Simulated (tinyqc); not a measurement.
Gate sheet resistance from two finger widths.

Inverse problem. At low frequency R = Rsh Wf/(3 L) + B/Wf, where B collects the channel and vertical terms. Find Rsh, B and the width of lowest R.

Inputs (values chosen for the exercise): channel length L = 1.3 um.

input resistance of single fingers, contacted at one end, of width 0.6 and 5.6 um (ohm): 102.17949  46.433150

Solution. R Wf is a straight line in Wf^2; the minimum of R lies where both terms are equal.

Rsh = 25.0 ohm/square
B = 59.0 ohm um
width of lowest R = 3.03 um

Numbers from tinyqc (`OMP_NUM_THREADS=1 python tinyqc.py 2262186 2262187 out.jsonl`; about 0.01 s on one thread of a shared Intel Xeon 2.30GHz).
